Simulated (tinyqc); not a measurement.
Inside a calculation. Model: Schottky emission and Poole-Frenkel conduction in an insulator, and how to tell them apart.

Program tinyqc, `OMP_NUM_THREADS=1 python tinyqc.py 2370007 2370008 out.jsonl`; Intel Xeon 2.30GHz, shared host, one thread, about 0.01 s. Printed values are rounded.

Schottky emission (electrode-limited): J = As T^2 exp[-(pb - b sqrt(F))/Vt], b = sqrt(q/(4 pi eps0 ei)). Poole-Frenkel emission (bulk-limited): J = s0 F exp[-(pt - 2 b sqrt(F))/Vt]. F in V/cm.

Parameters, values chosen for the exercise; dielectric values close to those of aluminium oxide:

| symbol | value | unit | meaning |
|---|---|---|---|
| T | 350 | K | temperature |
| ei | 3.16 |  | high-frequency relative permittivity |
| es | 9.05 |  | static relative permittivity |
| pt | 1.01 | eV | trap depth |
| s0 | 6 | S/cm | Poole-Frenkel prefactor |
| pb | 1.07 | eV | electrode barrier |
| As | 20 | A/(cm^2 K^2) | Richardson constant |
| F | 1.4 | MV/cm | field |

Constants: q = 1.602176634e-19 C, kB = 1.380649e-23 J/K, Vt = kB T/q, eps0 = 8.8541878128e-14 F/cm where lengths are in cm. Results are converted to the units shown.

## Both currents at one field

Lowerings b sqrt(F) and 2 b sqrt(F); the image-force maximum lies at sqrt(q/(16 pi eps0 ei F)) from the electrode.

Schottky lowering = 252.5785 meV
position of the barrier top = 0.9020661 nm
Poole-Frenkel lowering = 505.1570 meV
J, Schottky = 4.157330e-6 A/cm^2
J, Poole-Frenkel = 0.4517103 A/cm^2

Injection and bulk transport act in series, so the smaller capacity limits the current: here the electrode, by a factor of 1.09e5.

## Which mechanism made these data

```
point,F (MV/cm),J (A/cm^2)
0,0.79,2.95e-6
1,1.38,2.232e-5
2,1.97,0.0001127
3,2.56,0.0004527
4,3.15,0.00156
```

The data come from another sample of the same dielectric, in which one mechanism alone limits the current. Fit straight lines by least squares: ln J on sqrt(F) (Schottky plot, slope b/Vt) and ln(J/F) on sqrt(F) (Poole-Frenkel plot, slope 2 b/Vt), F in V/cm, and read a permittivity from each slope. The right mechanism gives a value near ei, and in any case between ei and es.

slope of the Schottky plot = 0.007077409 (cm/V)^0.5
permittivity read as Schottky = 3.160249
slope of the Poole-Frenkel plot = 0.005521528 (cm/V)^0.5
permittivity read as Poole-Frenkel = 20.76880

Both plots are nearly straight, so straightness decides nothing. Read as Schottky the data give 3.16, which matches ei = 3.16; read as Poole-Frenkel they give 20.8, above even the static value 9.05. The data were made by Schottky emission.
